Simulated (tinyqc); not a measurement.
Inversion-layer mobility, back-scattering and ballistic limit of a field-effect transistor: one step, computed by the program tinyqc. Command: `OMP_NUM_THREADS=1 python tinyqc.py 3025627 3025628 out.jsonl mos walk`. One thread of a shared host (Intel(R) Xeon(R) Processor @ 2.30GHz), about 0.01 s of CPU time with the checks.

The charge at the top of the source barrier is fixed by the gate; series resistance and short-channel effects are left out. F_j are Fermi integrals normalised to exp(eta) in the classical limit.

Problem. Charge and field. N_inv = 3.9 eps_0 (V_G - V_T)/(e t_inv); effective field E_eff = e (N_dep + w N_inv)/(eps eps_0).

Inputs (values chosen for the exercise, modelled on a 4H-SiC n-channel):
```
quantity                            value    unit
weight w of the inversion charge      0.5       -
permittivity eps                      9.7       -
electrical oxide thickness t_inv      1.6      nm
depletion charge N_dep            1.5e+11  1/cm^2
gate overdrive V_G - V_T            0.087       V
```

Statistics at the top of the barrier: non-degenerate.

Constants: eps_0 = 8.8541878128e-12 F/m; e = 1.602176634e-19 C.

Give: inversion density N_inv; effective field E_eff.

Solution.

inversion density N_inv = 1.172e+12 1/cm^2

effective field E_eff = 0.1373 MV/cm
